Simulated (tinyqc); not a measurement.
Dopant redistribution at a moving silicon-oxide interface during parabolic oxidation: one step, computed by the program tinyqc.

Uniformly doped silicon is oxidised with x_ox = sqrt(B t); the interface advances into the silicon by alpha x_ox, alpha = 0.44. The dopant does not move in the oxide, and at the interface C(silicon) = m C(oxide).

Question. Profile below the interface. With the dopant diffusivity D and s = alpha x_ox/(2 sqrt(D t)), in the silicon C = C_B + (C_s - C_B) erfc(y/(2 sqrt(D t)))/erfc(s), y from the original surface. Dopant balance at the interface gives C_s/C_B = 1/[1 + (1/(m alpha) - 1) g], g = sqrt(pi) s exp(s^2) erfc(s). Depths z are counted from the present interface: y/(2 sqrt(D t)) = s + z/(2 sqrt(D t)); take z/(2 sqrt(D t)) = 0, 0.05, 0.1, 0.2, 0.3, 0.5, 0.75, 1, 1.5.

Inputs (values chosen for the exercise, modelled on boron in silicon under dry oxygen): temperature T = 1200 C.

diffusion length 2 sqrt(D t) = 2.361018 um

ratio C_s/C_B = 0.4629245

s = 0.08921725

Give: Profile.

Answer.

Profile:
```
z/(2 sqrt(D t))  z (um)   C/C_B
0.00              0.000  0.4629
0.05              0.118  0.4962
0.10              0.236  0.5289
0.20              0.472  0.5925
0.30              0.708  0.6525
0.50              1.181  0.7584
0.75              1.771  0.8595
1.00              2.361  0.9263
1.50              3.542  0.9853
```

Caution: parabolic growth needs an oxide much thicker than the Deal-Grove length A, which fails for thin films and low temperatures; oxidation-enhanced or retarded diffusion is ignored.
